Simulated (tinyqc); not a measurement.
Specific resistance of a metal-semiconductor contact and its transmission-line measurement: one step, computed by the program tinyqc. Command: `OMP_NUM_THREADS=1 python tinyqc.py 3010501 3010502 out.jsonl contact walk`. One thread of a shared host (Intel(R) Xeon(R) Processor @ 2.30GHz), about 0.01 s of CPU time with the checks.

The barrier is parabolic (depletion approximation), energies E are normal energies counted from the band edge in the neutral semiconductor (downwards for holes), and the bias is zero. xi is an input, held fixed when other inputs move.

Question. Tunnelling energy and barrier. E_00 = (e hbar/2) sqrt(N/(eps eps_0 m)); band bending E_b = phi_B + xi; depletion width w = sqrt(2 eps eps_0 E_b/(e^2 N)).

Inputs (values chosen for the exercise, modelled on n-type GaN):
```
quantity                                           value    unit
tunnelling mass m                                   0.19     m_0
permittivity eps                                     9.7       -
barrier height phi_B                                0.84      eV
doping N                                         2.1e+20  1/cm^3
Fermi level above the band edge in the bulk, xi     0.59      eV
temperature T                                        300       K
```

Image-force lowering: left out.

Constants: hbar = 1.054571817e-34 J s; eps_0 = 8.8541878128e-12 F/m; m_0 = 9.1093837015e-31 kg; k_B = 8.617333262e-05 eV/K; e = 1.602176634e-19 C.

Give: E_00; E_00/k_B T; depletion width; barrier used, above the bulk band edge.

Answer.

E_00 = 198.19 meV

E_00/k_B T = 7.6662

depletion width = 2.7020 nm

barrier used, above the bulk band edge = 1.43 eV

By the usual rule this is field emission (E_00 > 5 k_B T).
